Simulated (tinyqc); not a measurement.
Polytypes and stacking faults of a tetrahedral semiconductor in an axial Ising model with couplings up to third neighbours: one step, computed by the program tinyqc. Command: `OMP_NUM_THREADS=1 python tinyqc.py 3007479 3007480 out.jsonl polytype walk`. One thread of a shared host (Intel(R) Xeon(R) Processor @ 2.30GHz), about 0.01 s of CPU time with the checks.

Each double layer has s = +1 or -1 for the sense of its stacking step; E per pair of atoms = E0 - sum_n J_n <s_i s_(i+n)>, n = 1, 2, 3. Hexagonality h = (1 - <s_i s_(i+1)>)/2.

Task: Stacking-fault energies. Faults in 3C: the sequences intrinsic (-), extrinsic (--), twin boundary (+ turns to -) are put between perfect repeats; k_n = (layers x C_n of the host) - sum_i s_i s_(i+n). gamma = sum k_n J_n/A, A = (sqrt 3/2) a^2; 1 meV/angstrom^2 = 16.02177 mJ/m^2.

Inputs (values chosen for the exercise, of the order of those of ZnS for J, a, G and the gaps):
```
quantity                    value      unit
J1                           1.87  meV/pair
J2                        -0.0758  meV/pair
J3                           0.05  meV/pair
basal lattice constant a     3.82  angstrom
```

Host polytype: 3C.

fault coefficients k_n:
```
               J1  J2  J3
intrinsic       4   4   4
extrinsic       4   8   8
twin boundary   2   4   6
```

Constants: 1 eV/angstrom^2 = 16.02176634 J/m^2.

Give: gamma; energy of the glide fault, intrinsic.

Result:

gamma (mJ/m^2): intrinsic 9.352, extrinsic 9.222, twin boundary 4.738

energy of the glide fault, intrinsic = 9.352 mJ/m^2

The cheapest is the twin boundary fault.
